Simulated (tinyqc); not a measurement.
Heisenberg magnet: exchange from energy differences, ordering vector, linear spin waves and ordering temperature. From one set of inputs to another, one input at a time. Computed by tinyqc, a small Python program. Command: `OMP_NUM_THREADS=1 python tinyqc.py 3012498 3012499 out.jsonl magnon ladder`. One thread of a shared host (Intel(R) Xeon(R) Processor @ 2.30GHz), about 0.5 s of CPU time with the checks.

H = -sum over pairs <ij> J_ij S_i.S_j - K sum_i (S_i^z)^2, each pair once, J > 0 ferromagnetic. First neighbours: 12 at a (0.5, 0.5, 0), second: 6 at a (1, 0, 0), with all permutations and signs.

The inputs printed are set A. Inputs not listed in the table keep their values of set A, so the rows need not describe a real material.

Inputs (values chosen for the exercise, for a model magnet):
```
quantity                 value  unit
exchange J1               1.01   meV
exchange J2               0.29   meV
spin S                     3.5     -
single-ion anisotropy K  0.067   meV
mesh divisions n            20     -
```

Lattice: fcc. Order: ferromagnetic.

wave vector q (2 pi/a): 0.34  0.081  0.065

Constants: h x 1 THz = 4.135667696 meV; k_B = 8.617333262e-05 eV/K.

Method:
- J(q) = J1 g1(q) + J2 g2(q), g_s(q) = sum over shell s of cos(q.R).
- g_s(q) = sum over shell s of cos(q.R), z1 = g1(0). E(q) = S [J(0) - J(q)] + (2S - 1) K, J(q) = J1 g1 + J2 g2. The factor 2S - 1 removes the anisotropy for S = 1/2.
- Mesh: q = sum_i (m_i + 1/2)/n b_i, m_i = 0..n-1, b = [[-1, 1, 1], [1, -1, 1], [1, 1, -1]] in 2 pi/a; <..> is the mean over the mesh.
- K left out. Mean field: k_B T = S (S + 1) J(Q)/3 at the ordering vector Q; random-phase (Tyablikov): k_B T = [S (S + 1)/3] / <1/(J(Q) - J(q))>; Curie-Weiss theta = S (S + 1) J(0)/(3 k_B).

Each row keeps all changes above it:
```
input moved                     from      to  E(q) (meV)  mean-field ordering temperature (K)  random-phase ordering temperature (K)
set A                              -       -       19.70                                844.4                                  664.5
exchange J1 (meV)               1.01   0.335        9.17                                350.9                                  287.6
exchange J2 (meV)               0.29   0.041        6.13                                259.9                                  200.3
spin S                           3.5       2        3.47                                 99.0                                   76.3
single-ion anisotropy K (meV)  0.067  0.0016        3.28                                 99.0                                   76.3
```

Which inputs carry the difference?

E(q) goes from 19.7 to 3.28, a factor 0.166 in all. The largest single move comes from exchange J1 (a factor 0.465). Mean-field ordering temperature goes from 844 to 99.0, a factor 0.117 in all. The largest single move comes from spin S (a factor 0.381). Random-phase ordering temperature goes from 664 to 76.3, a factor 0.115 in all. The largest single move comes from spin S (a factor 0.381). The single moves hold for this order of the switches; the total does not depend on the order.

Extremes, crossings and ranges named in words are read from the listed rows.
